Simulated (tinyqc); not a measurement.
Permeation of metal atoms or ions through a thin barrier or dielectric: time lag, field-aided drift and lifetime. Changing the critical dose Q_c. Computed by tinyqc, a small Python program. Command: `OMP_NUM_THREADS=1 python tinyqc.py 3004241 3004242 out.jsonl barrier sweep`. One thread of a shared host (Intel(R) Xeon(R) Processor @ 2.30GHz), about 0.02 s of CPU time with the checks.

The film 0 < x < d is empty at first; C = C0 at x = 0 and C = 0 at x = d. dC/dt = D d2C/dx2 - v dC/dx with drift v = D z e V/(k_B T d) (uniform field, no space charge).

Inputs (values chosen for the exercise, for a model case: singly charged ions through a dielectric): thickness d = 39 nm; prefactor D0 = 8.3e-06 cm^2/s; activation energy E = 1.11 eV; concentration at the source side C0 = 9.3e+14 1/cm^3; charge number z = 1; voltage V (positive drives ions across) = 0.11 V; test temperature T = 225 C; use temperature T_u = 70 C.

Constants: k_B = 8.617333262e-05 eV/K.

Method:
- D = D0 exp(-E/(k_B T)); time scale d^2/D; Peclet number P = z V/(k_B T), k_B T in eV; 1 nm = 1e-7 cm.
- Temperatures in kelvin are T(C) + 273.15.
- Steady flux J = (D C0/d) P/(1 - exp(-P)); time lag in units of d^2/D: s_L = [P (1 + exp(-P))/(1 - exp(-P)) - 2]/P^2 (P = 0: J = D C0/d, s_L = 1/6).
- Dose through the film Q(s) = C0 d {f (s - s_L) - 2 exp(P/2) sum_(n=1..200) (-1)^n n^2 pi^2 exp(-l_n s)/l_n^2}, l_n = n^2 pi^2 + P^2/4, f = P/(1 - exp(-P)) the relative flux.
- Solve Q = Q_c for s. At the use temperature D and P take T_u, with the same C0 and V; 1 year = 3.15576e7 s.

One run for each value:
```
critical dose Q_c (1/cm^2)  failure time at T (s)  s at the critical dose  failure time at T_u (years)
8.00e+04                               9.6067e+03                  0.0309                         34.0
8.00e+06                               1.8068e+04                  0.0581                         61.9
8.00e+07                               2.9865e+04                  0.0960                         99.0
8.00e+08                               6.6529e+04                  0.2138                        207.5
8.00e+09                               2.9408e+05                  0.9453                        834.3
8.00e+10                               2.5183e+06                  8.0947                       6900.3
```

Give the missing row, critical dose Q_c (1/cm^2) = 8.00e+05.

Computed row:
```
critical dose Q_c (1/cm^2)  failure time at T (s)  s at the critical dose  failure time at T_u (years)
8.00e+05                               1.2639e+04                  0.0406                         44.2
```

Interpolating between the two neighbouring rows (the first column on a logarithmic scale, the others too where they are positive) misses most in failure time at T (s), by 4.2 %. Over the rows, failure time at T (s) rises from 9610 to 2.52e6 (exponent d ln y / d ln x 0.12 between the first rows and 0.93 between the last); s at the critical dose rises from 0.0309 to 8.09 (exponent d ln y / d ln x 0.12 between the first rows and 0.93 between the last); failure time at T_u (years) rises from 34.0 to 6900 (exponent d ln y / d ln x 0.11 between the first rows and 0.92 between the last).

Caution (all rows): grain boundaries, pinholes, trapping and space charge are left out; thin real barriers usually fail at defects.
